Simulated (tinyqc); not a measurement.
From results back to parameters: trap in a gate oxide as a short-range spherical well. Three cases, with inputs chosen for the exercise.

Problem. In strong inversion a gate step dV falls across the oxide, so a trap at depth x moves by -e dV x/tox against EF and d ln(tau_c/tau_e)/dV = -x/(tox kB T/e). The slope was computed from a hidden depth.

Constants: kB = 8.617333262e-05 eV/K.

Find: x/tox; x.

Method. x/tox = -slope kB T/e.

Case 1.

Values chosen (out of a larger set: near those of SiO2 on 4H SiC; not measured data): tox = 29 angstrom (oxide thickness); T = 200 K (temperature).

slope = -14.0055 1/V

Solution.

x/tox = 0.241
x = 7.0 angstrom

Case 2.

Values chosen (out of a larger set: near those of Al2O3 on GaAs; not measured data): tox = 24 angstrom (oxide thickness); T = 200 K (temperature).

slope = -16.9233 1/V

Solution.

x/tox = 0.292
x = 7.0 angstrom

Case 3.

Values chosen (out of a larger set: near those of SiO2 on 4H SiC; not measured data): tox = 18 angstrom (oxide thickness); T = 300 K (temperature).

slope = -25.7878 1/V

Solution.

x/tox = 0.667
x = 12.0 angstrom

Computed by tinyqc, one run a case: `OMP_NUM_THREADS=1 python tinyqc.py N N+1 out.jsonl` with N = 1251485, 1251488, 1251493; one thread of a shared Intel(R) Xeon(R) Processor @ 2.30GHz, about 0.01 s a run at most.
